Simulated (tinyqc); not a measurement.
Thinning the film: dielectric confinement in a thin film (image charges).

A film |z| < t/2 of dielectric constant eps between half-spaces of dielectric constant e2; lam = (eps - e2)/(eps + e2), q = e^2/(4 pi eps0). The self-energy of a band edge is taken with the high-frequency value, e2 = eh, and the field of a fixed ion with the static one, e2 = eo. A charge at z has images lam^|n| at n t + (-1)^n z. Its self-energy is S(z) = (q/2 eps) sum over n >= 1 of lam^n [1/(n t - 2z) + 1/(n t + 2z)] for odd n and 2 lam^n/(n t) for even n; at the centre S(0) = -(q/(eps t)) ln(1 - lam).

Donor at the centre, lam from the static eo, trial function cos(pi z/t) exp(-rho/l): E(l) = c/(m l^2) - (q/eps) times the integral over k of F(k t) (1 + (k l/2)^2)^(-3/2), with F(x) = F0 + 2 lam exp(-x) G/(1 - lam exp(-x)), F0 = 2[(1 - exp(-x/2))/x + x (1 + exp(-x/2))/(x^2 + 4 pi^2)], G = 2 sinh(x/2)[1/x - x/(x^2 + 4 pi^2)]; c = hbar^2/2m0. The binding energy is -E at the minimum, counted from the subband edge with its self-energy.

Constants: e^2/(4 pi eps0) = 14.39964547 eV angstrom; hbar^2/2m0 = 3.80998211 eV angstrom^2; Ry = 13.60569312 eV.

Values chosen for the exercise (near those of an InGaAs film between layers of SiO2; not measured data): eps = 13.3 (dielectric constant of the film); eh = 2 (high-frequency dielectric constant outside); eo = 3.7 (static dielectric constant outside); m = 0.046 m0 (mass in the plane); mz = 0.045 m0 (mass across the film); ts = (10, 15, 22, 32, 48, 70, 100) angstrom (thicknesses).

<S> is the mean over (2/t) cos^2(pi z/t); confinement c (pi/t)^2/mz; donor binding with and without images.

Results:
```
t (angstrom),<S> (meV),confinement (meV),"binding, no images (meV)",binding (meV),l (angstrom)
10,163.0,8356.2,13.2,77.1,42.7
22,74.1,1726.5,12.4,54.1,54.6
32,50.9,816.0,11.8,44.8,62.0
48,34.0,362.7,11.0,36.1,71.4
70,23.3,170.5,10.2,29.2,81.7
100,16.3,83.6,9.3,23.7,93.0
```

Give the missing row, t (angstrom) = 15.

Computed row:
```
t (angstrom)  <S> (meV)  confinement (meV)  binding, no images (meV)  binding (meV)  l (angstrom)
15                108.7             3713.9                      12.8           64.8          48.3
```

Between 100 and 10 angstrom the binding goes from 23.7 to 77.1 meV; quantum confinement alone would take it from 9.3 to 13.2, so the images supply +14.4 and +63.9 meV. |<S>| goes as 1/t and exceeds the confinement energy beyond 513 angstrom. Hard-wall energies above 300 meV (up to t = 48 angstrom) overstate the confinement: walls are finite and valleys non-parabolic.

Program tinyqc; command `OMP_NUM_THREADS=1 python tinyqc.py 1280831 1280832 out.jsonl`; about 0.03 s on one thread of a shared Intel(R) Xeon(R) Processor @ 2.30GHz.
